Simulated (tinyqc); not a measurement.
## Long-channel MOSFET, surface-potential model: effect of the temperature

n-channel transistor on a uniformly doped p-type body, gradual-channel approximation, constant mobility, Boltzmann statistics, full ionisation. Potentials are counted from the neutral body; V is the electron quasi-Fermi potential, Vsb at the source and Vsb + Vds at the drain. Charges are magnitudes per area.

Nc and Nv are given at 300 K and scale as (T/300 K)^1.5; Eg, Vfb and mu are held fixed. ni = sqrt(Nc Nv) exp(-Eg/(2 Vt)), Eg in volts; phiF = Vt ln(Na/ni); Cox = eps0 eox/tox; gamma = sqrt(2 q eps0 eps_r Na)/Cox. The surface potential psi at channel potential V solves Vgs + Vsb - Vfb - psi = gamma sqrt(G), G = psi - Vt + Vt exp((psi - 2 phiF - V)/Vt). Charge sheet: Qi = Cox gamma [sqrt(G) - sqrt(psi - Vt)]; I = mu (W/L) [integral of Qi dpsi from psi_0 to psi_L (drift) + Vt (Qi0 - QiL) (diffusion)], with psi_0 at V = Vsb and psi_L at V = Vsb + Vds. VT = Vfb + 2 phiF + gamma sqrt(2 phiF + Vsb), m = 1 + gamma/(2 sqrt(2 phiF + Vsb)). The swing is 20 mV/log10[I(VT - 0.14 V)/I(VT - 0.16 V)] of the charge-sheet current at the given Vds.

Parameters, values chosen for the exercise; material values close to those of gallium arsenide:

| symbol | value | unit | meaning |
|---|---|---|---|
| Eg | 1.43 | eV | band gap |
| eps_r | 12.7 |  | relative permittivity of the semiconductor |
| Nc | 4.42e17 | cm^-3 | conduction-band density of states at the reference temperature |
| Nv | 8.94e18 | cm^-3 | valence-band density of states at the reference temperature |
| Na | 7.2e15 | cm^-3 | acceptor density of the body |
| eox | 24.5 |  | relative permittivity of the gate insulator |
| tox | 26 | nm | insulator thickness |
| Vfb | -0.79 | V | flat-band voltage |
| mu | 120 | cm^2/(V s) | channel mobility |
| W | 2 | um | gate width |
| L | 0.5 | um | gate length |
| Vsb | 1 | V | source-body reverse bias |
| Vgs | 0.54 | V | gate-source voltage |
| Vds | 0.2 | V | drain-source voltage |

Constants: q = 1.602176634e-19 C, kB = 1.380649e-23 J/K, Vt = kB T/q, eps0 = 8.8541878128e-14 F/cm where lengths are in cm. Results are converted to the units shown.

The same in every row: gamma (V^0.5) = 0.06105.

Results:
```
T (K)	VT (V)	m	swing (mV/decade)	I at Vgs, Vds (uA)
220	0.5358	1.020	44.78	0.003686
280	0.4636	1.021	57.11	0.08799
310	0.4261	1.021	63.29	0.2477
340	0.3879	1.021	69.49	0.5428
370	0.3490	1.021	75.71	1.000
400	0.3094	1.022	81.95	1.634
430	0.2692	1.022	88.21	2.441
```

Estimate the missing row, T = 250 K.

Computed row:
```
T (K)	VT (V)	m	swing (mV/decade)	I at Vgs, Vds (uA)
250	0.5001	1.021	50.94	0.02221
```

With this row back in the table: As T goes from 220 to 430 K, VT falls from 0.536 to 0.269 V, the swing rises from 44.8 to 88.2 mV a decade and the current rises from 0.00369 to 2.44 uA. The swing is 0.54 % above m Vt ln 10 in the first row and 1.2 % above it in the last. For T = 310 to 430 K the surface electron density at the source passes 0.3 Nc, where degeneracy and quantisation, left out here, matter. In every row the mobility is held fixed, though a real channel mobility changes with T and would alter the trend of the current.

Numbers from tinyqc (`OMP_NUM_THREADS=1 python tinyqc.py 2360029 2360030 out.jsonl`; about 0.03 s on one thread of a shared Intel Xeon 2.30GHz).
